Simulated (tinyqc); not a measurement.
What moves the results: donors on two lattice sites with valley-orbit split states. A value that a table varies takes the place of the one given here.

Each donor binds at most one electron, in any of its states. For a site s, W_s = sum over its states of g exp(E/kT), and the ionised share is 1/(1 + W_s exp(eta)), eta = (EF - Ec)/kT; n = Nc F_1/2(eta); neutrality n + NA = ND x (mean ionised share, the two sites in equal numbers); holes are neglected. Nc from N = 2 (m kB T/(4 pi c))^(3/2) with c = hbar^2/2m0, in 1/angstrom^3; times 1e24 for 1/cm^3, m = md. F_j(eta) = (1/Gamma(j + 1)) integral_0^infinity x^j dx/(1 + exp(x - eta)), which tends to exp(eta) for eta << 0.

Mobility (Caughey-Thomas form): mu = mu0 + (mu1 (T/300)^(-ga) - mu0)/(1 + ((ND + NA)/Nr)^de); rho = 1/(e n mu), e = 1.602176634e-19 C.

Constants: hbar^2/2m0 = 3.80998211 eV angstrom^2; kB = 8.617333262e-05 eV/K.

Inputs chosen for the exercise (near those of nitrogen in 4H-SiC; shifted at random, so the results belong to these values and not to a real crystal):
- md = 0.786 m0 (density-of-states mass of the conduction band)
- E = (61.2, 53.4, 117.4, 73.9) meV (binding energies of h ground, h excited, k ground, k excited)
- g = (2, 4, 2, 4) (their degeneracies with spin)
- ND = 5.7e+17 1/cm^3 (donors, half on each site)
- NA = 0 1/cm^3 (compensating acceptors, all ionised)
- T = 400 K
- mu0 = 38 cm^2/(V s) (mobility at heavy doping)
- mu1 = 971 cm^2/(V s) (mobility at light doping and 300 K)
- Nr = 2.1e+17 1/cm^3 (reference doping)
- de = 0.61 (doping exponent)
- ga = 2.4 (temperature exponent)

## What the excited states change

The last columns keep only the ground state of each site (g = 2).

Results:
```
T (K),"effective degeneracy, h site",eta,n (1/cm^3),"n, ground states only",ratio
40,2.42,-9.87,4.42e+13,4.86e+13,0.910
60,2.88,-7.30,1.06e+15,1.27e+15,0.833
80,3.29,-6.11,5.34e+15,6.83e+15,0.782
110,3.76,-5.23,2.07e+16,2.80e+16,0.741
150,4.19,-4.71,5.55e+16,7.61e+16,0.730
200,4.54,-4.45,1.11e+17,1.47e+17,0.756
250,4.78,-4.35,1.71e+17,2.16e+17,0.794
300,4.96,-4.32,2.32e+17,2.82e+17,0.821
400,5.19,-4.38,3.36e+17,3.94e+17,0.854
500,5.34,-4.51,4.10e+17,4.65e+17,0.882
```

What does this show, and why?

The effective degeneracy grows from 2.42 to 5.34. Excited states hold electrons back, so the ratio is never above 1; it is lowest, 0.730, at 150 K of those listed, and 0.821 at 300 K. At low T the excited states empty out, and at high T more donors are ionised (n is 72 % of ND - NA in the last row), so the effect is largest in between.

## Ionisation and resistivity against doping

NA = 0.

Results:
```
ND (1/cm^3),n (1/cm^3),n/ND,mu (cm^2/(V s)),rho (ohm cm),rho at full ionisation
1.0e+14,1.00e+14,1.000,483,129,129
1.0e+15,9.98e+14,0.998,470,13.3,13.3
1.0e+16,9.78e+15,0.978,426,1.50,1.46
3.0e+16,2.82e+16,0.939,382,0.580,0.545
1.0e+17,8.42e+16,0.842,312,0.237,0.200
3.0e+17,2.08e+17,0.693,238,0.126,0.0874
1.0e+18,4.99e+17,0.499,163,0.0767,0.0383
2.0e+18,7.88e+17,0.394,129,0.0616,0.0243
```

How do the results move?

From 1e16 to 1e18 1/cm^3 rho falls by a factor 19.5, not 100: the mobility takes a factor 2.61 and incomplete ionisation 1.96. n/ND is below 0.9 from 1e+17 1/cm^3 on. Near 1e19 1/cm^3 and above the levels merge with the band, and already below that screening lowers the binding energy, so the last rows understate n.

## Compensation sets the slope of the freeze-out

NA = K ND. The slope energy is -d ln(n T^(-p))/d(1/kT) between 50 and 60 K, with p = 3/4 for K = 0 and p = 3/2 otherwise.

Results:
```
K,n(50 K) (1/cm^3),n(60 K) (1/cm^3),slope energy (meV)
0,2.94e+14,1.06e+15,29.49
0.0010,1.24e+14,8.07e+14,41.28
0.010,1.49e+13,1.86e+14,58.27
0.050,2.74e+12,3.53e+13,59.02
0.20,4.56e+11,5.88e+12,59.05
0.50,5.15e+08,2.05e+10,88.22
```

What can be read from the table?

Without acceptors the slope is 29.49 meV, against half the h-site ground-state energy, 30.60; with K = 0.05 it is 59.02 meV, against the full 61.2. The full energy (less a few meV where excited levels lie within a few kT) shows where n is far below NA, since the acceptors then hold EF near the donor level: n(60 K)/NA is 1.4 for K = 0.001 and 0.0012 for K = 0.05; for K = 0.001 the sample is still in or near the uncompensated regime, where p = 3/2 is the wrong power, so that slope means little. At K = 0.5 the acceptors have taken as many electrons as there are h sites, EF sits between the two levels, and the slope is 88.2 meV against their mean of 89.3.

## What moves the carrier density

All results formed anew. Each row changes one parameter from the base and keeps the others.

Results:
```
case,eta,n (1/cm^3),rho (ohm cm)
base,-4.378,3.363e+17,0.09464
"E = (66.2, 53.4, 117.4, 73.9) meV",-4.386,3.339e+17,0.09533
md = 0.865 m0,-4.483,3.497e+17,0.09103
ND = 1.14e+18 1/cm^3,-3.892,5.455e+17,0.07339
NA = 5.7e+16 1/cm^3,-4.508,2.957e+17,0.1110
T = 430 K,-4.414,3.617e+17,0.1022
Nr = 4.2e+17 1/cm^3,-4.378,3.363e+17,0.07683
```

What does this show?

The largest shifts from the base row, up to three for each result and ties (the steps differ in size, so this ranks the rows, not the parameters). eta: ND +0.486, NA -0.129, md -0.105; unchanged at the printed digits by Nr. n (1/cm^3): ND +2.09e+17, NA -4.06e+16, T +2.54e+16; unchanged at the printed digits by Nr. rho (ohm cm): ND -0.0212, Nr -0.0178, NA +0.0163.

Run: tinyqc, `OMP_NUM_THREADS=1 python tinyqc.py 1652788 1652789 out.jsonl`; Intel(R) Xeon(R) Processor @ 2.30GHz, one thread, shared host; about 0.02 s of CPU time with all checks.
